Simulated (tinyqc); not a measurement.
Inside a calculation. Method: CIS on RHF in the sto-6g basis, for H3-, spin multiplicity 1. The basis has no diffuse functions, so it cannot describe the extra electron: this is an exercise in the method, not the real anion. One step of it, computed by the program tinyqc.

Task: Integrals over molecular orbitals. (pq|rs) = sum C_ip C_jq C_kr C_ls (ij|kl), one index at a time.

coefficients C:
```
            MO1        MO2        MO3
1H 1s  0.528514   0.000114   1.126877
2H 1s  0.400959  -0.739521  -0.743478
3H 1s  0.400593   0.739855  -0.743165
```

core Hamiltonian H = T + V (hartree):
```
           1H 1s      2H 1s      3H 1s
1H 1s  -1.411635  -0.735710  -0.735364
2H 1s  -0.735710  -1.181545  -0.158181
3H 1s  -0.735364  -0.158181  -1.181408
```

Two-electron integrals (ij|kl) in chemists' order, unique and non-zero (hartree):
```
(11|11) 0.774999   (21|11) 0.265009   (21|21) 0.120181   (22|11) 0.446104
(22|21) 0.265009   (22|22) 0.774999   (31|11) 0.264864   (31|21) 0.084723
(31|22) 0.140663   (31|31) 0.120064   (32|11) 0.049080   (32|21) 0.019175
(32|22) 0.037967   (32|31) 0.019167   (32|32) 0.003617   (33|11) 0.445998
(33|21) 0.140709   (33|22) 0.239786   (33|31) 0.264864   (33|32) 0.037967
(33|33) 0.774999
```

Give: one-electron integrals over orbitals h = C^T H C; Two-electron integrals over orbitals.

Result:

one-electron integrals over orbitals h = C^T H C (hartree):
```
         1        2        3
1  -1.4479   0.0000  -0.1290
2   0.0000  -1.1198   0.0000
3  -0.1290   0.0000  -0.8085
```

Two-electron integrals over orbitals (pq|rs), unique and non-zero (hartree):
```
(11|11) 0.5297      (21|11) -9.86e-05   (21|21) 0.1625      (22|11) 0.4687
(22|21) 1.07e-04    (22|22) 0.5210      (31|11) 0.0778      (31|21) 6.67e-05
(31|22) -0.0461     (31|31) 0.1393      (32|11) 1.04e-04    (32|21) -0.1434
(32|22) -1.17e-04   (32|31) -2.38e-05   (32|32) 0.1450      (33|11) 0.5533
(33|21) -3.93e-05   (33|22) 0.4875      (33|31) 0.0934      (33|32) 5.99e-05
(33|33) 0.6076
```
